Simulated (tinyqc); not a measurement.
Static screening by free carriers: one step. A donor in the screened potential.

Donor in the screened potential -(e2/eps) exp(-qs r)/r with the trial function exp(-r/a): E(a) = c/(m a^2) - (e2/eps) 4/(a (2 + qs a)^2), e2 = e^2/(4 pi eps0), c = hbar^2/2m0; isotropic mass.

Constants: hbar^2/2m0 = 3.80998211 eV angstrom^2; e^2/(4 pi eps0) = 14.39964547 eV angstrom.

Values chosen for the exercise (out of a larger set: near those of SiC; not measured data): aD = 18.3 angstrom (trial radius); m = 0.3879 m0 (mass of one isotropic valley); eps = 9.6 (background dielectric constant).

qs = 0.206587 1/angstrom

Task: Evaluate both terms at a = aD.
Give: kinetic term; potential term; E(aD); unscreened level -m Ry/eps^2 (Ry = 13.60569312 eV).

Result:

kinetic term = 29.329 meV
potential term = -9.812 meV
E(aD) = 19.517 meV
unscreened level -m Ry/eps^2 (Ry = 13.60569312 eV) = -57.266 meV

This trial radius gives no binding, nor does any radius up to 3 aB.

Run: tinyqc, `OMP_NUM_THREADS=1 python tinyqc.py 1651438 1651439 out.jsonl`; Intel(R) Xeon(R) Processor @ 2.30GHz, one thread, shared host; about 0.01 s of CPU time with all checks.
